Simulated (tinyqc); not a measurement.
Gain against bias and Miller's formula: avalanche multiplication and breakdown of a junction from ionisation integrals. Computed by tinyqc, a small Python program. Command: `OMP_NUM_THREADS=1 python tinyqc.py 3016351 3016352 out.jsonl impact walk`. One thread of a shared host (Intel(R) Xeon(R) Processor @ 2.30GHz), about 0.01 s of CPU time with the checks.

Ionisation coefficients follow the local field. Position x runs through the depletion layer from the p side (x = 0), where electrons enter, to the n side (x = w), where holes enter. The built-in voltage is neglected.

Inputs (values chosen for the exercise, modelled on germanium):
```
quantity                   value    unit
electron prefactor a_n  1.53e+07    1/cm
electron field b_n      1.57e+06    V/cm
hole prefactor a_p      9.49e+06    1/cm
hole field b_p          1.32e+06    V/cm
exponent c                     1       -
permittivity eps              16       -
doping gradient a        1.6e+19  1/cm^4
```

Junction: linearly graded.

Constants: e = 1.602176634e-19 C; eps_0 = 8.8541878128e-12 F/m.

Method:
- alpha_n = a_n exp(-(b_n/F)^c), alpha_p = a_p exp(-(b_p/F)^c).
- Field F = F_m [1 - (2x/w - 1)^2], w = sqrt(8 eps eps_0 F_m/(e a)), V = (2/3) F_m w.
- With Phi(x) = int_0^x (alpha_n - alpha_p) dx': 1 - 1/M_n = I_n = int_0^w alpha_n exp(-Phi) dx and M_p = M_n exp(-Phi(w)); trapezoid rule on 401 even points; breakdown at I_n = 1.
- Solve I_n(F_m) = 1.
- Miller's exponent n is defined by 1 - 1/M = (V/V_B)^n for the larger M.

breakdown voltage = 106.135 V

critical field F_m = 0.178974 MV/cm

Gain:
```
V/V_B   V (V)  F_m (MV/cm)     M_n     M_p  Miller exponent n
0.50    53.07      0.11275   1.002   1.014             6.2205
0.60    63.68      0.12732   1.013   1.060             5.6261
0.70    74.29      0.14110   1.050   1.196             5.0653
0.80    84.91      0.15424   1.170   1.575             4.5133
0.90    95.52      0.16683   1.643   2.928             3.9660
0.95   100.83      0.17296   2.685   5.789             3.6972
0.98   104.01      0.17658   5.887  14.494             3.5386
0.99   105.07      0.17778  11.252  29.043             3.4863
```

What does the comparison show, and why?

The larger gain passes 2 between 0.800 and 0.900 of V_B and reaches 29.0 at 0.99. Miller's exponent runs from 3.5 to 6.2, so it is not a constant: a fit holds over a narrow range only. From the first row to the last the voltage grows by a factor 1.98 and the peak field by 1.58.

Extremes, crossings and ranges named in words are read from the listed rows.
